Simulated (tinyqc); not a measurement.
Length of a polyene: Hueckel, PPP and singles CI along the polyenes. Computed by the program tinyqc. Hueckel uses the same beta without repulsion; CIS keeps all single excitations and so misses the low, doubly excited 2Ag state. W is the valence ionisation energy of a centre, MN the Mataga-Nishimoto formula, f the oscillator strength.

All-trans chains of carbon centres 1.40 angstrom apart:
```
parameter                               value
beta (eV), times 1 +/- alternation  -2.220000
alternation                                 0
W (eV)                              11.160000
gamma_rr (eV)                        9.590000
repulsion formula                          MN
```

Gaps and excitations (eV):
```
centres  Hueckel gap  PPP orbital gap  bright singlet (CIS)      f  lowest triplet (CIS)
2              4.440            9.403                 6.754  0.579                 2.126
4              2.744            7.122                 4.753  1.015                 1.207
6              1.976            5.957                 3.773  1.466                 0.788
8              1.542            5.241                 3.182  1.906                 0.555
10             1.264            4.753                 2.781  2.325                 0.408
```

What does the comparison show, and why?

The Hueckel gap tends to 4 x alternation x |beta| = 0.00 eV for long chains (zero without alternation, falling as 1/N). Exchange opens the PPP orbital gap, and the attraction of electron and hole brings the bright state 1.97 eV below it at 10 centres; the triplet lies 2.37 eV lower still.
